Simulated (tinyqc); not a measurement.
Configuration-coordinate model of a defect: Huang-Rhys factor and luminescence line shape: one step, computed by the program tinyqc.

Ground state E_g(Q) = (1/2) omega_g^2 Q^2; excited state E_e(Q) = E_0 + (1/2) omega_e^2 (Q - dQ)^2 with E_0 = E_ZPL - (hbar omega_e - hbar omega_g)/2. Q is mass-weighted; the dipole does not depend on Q (Condon approximation).

Question. Crossing, radiative lifetime and thermal quenching. The curves cross at the root Q_c nearest dQ; the barrier is (1/2) omega_e^2 (Q_c - dQ)^2, with (1/2) omega^2 = (hbar omega)^2/(2 hbar^2/u). k_r = n_r omega^3 mu^2/(3 pi eps_0 hbar c^3) at the vertical emission energy, without local-field correction; k_nr = nu_0 exp(-barrier/k_B T) (Mott-Seitz); yield = k_r/(k_r + k_nr); T_1/2 = barrier/(k_B ln(nu_0/k_r)).

Inputs (values chosen for the exercise, for a model defect):
```
quantity                           value              unit
zero-phonon energy E_ZPL           0.958                eV
displacement dQ                     0.87  u^(1/2) angstrom
ground-state phonon hbar omega_g    43.9               meV
excited-state phonon hbar omega_e   40.3               meV
temperature T                        400                 K
refractive index n_r                2.54                 -
transition dipole mu                0.93        e angstrom
quenching prefactor nu_0           1e+11               1/s
```

Modes: different frequencies.

vertical emission energy = 0.7853204 eV

Constants: hbar^2/u = 4.18015928e-03 eV angstrom^2; hbar = 6.582119569e-16 eV s; e = 1.602176634e-19 C; eps_0 = 8.8541878128e-12 F/m; hbar = 1.054571817e-34 J s; c = 299792458 m/s; k_B = 8.617333262e-05 eV/K.

Give: Q_c; classical barrier; radiative lifetime; luminescence yield; quenching temperature T_1/2.

Answer.

Q_c = 2.5675 u^(1/2) angstrom

classical barrier = 0.55973 eV

radiative lifetime = 247.57 ns

luminescence yield = 0.99781

quenching temperature T_1/2 = 642.04 K

At 400 K the centre is bright; tunnelling, left out here, starts the quenching earlier. Caution: the band is wide against its energy, so the E^3 factor left out of the moments shifts the observed peak up.
